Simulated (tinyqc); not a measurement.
One-electron ion in a basis of Gaussians, step by step. One step of it, computed by the program tinyqc.

Task: Matrices over normalised Gaussians. With p = a_i + a_j and I(k) = Gamma((k+1)/2) / (2 p^((k+1)/2)): S = I(2l+2), T = (2l+3) a_i a_j S / p, V = -Z I(2l+1), each divided by sqrt(S_ii S_jj).

exponents of r^l exp(-a r^2) (1/bohr^2): 0.647000  2.504000  9.689000

Z = 6

l = 1

Give: S; T; V.

Result:

S, lower triangle:
```
        1       2       3
1  1.0000
2  0.5866  1.0000
3  0.1634  0.5867  1.0000
```

T (hartree), lower triangle:
```
        1       2        3
1  1.6175
2  1.5081  6.2600
3  0.4954  5.8373  24.2225
```

V (hartree), lower triangle:
```
         1         2         3
1  -5.1343
2  -4.7002  -10.1006
3  -2.3706   -9.2472  -19.8687
```
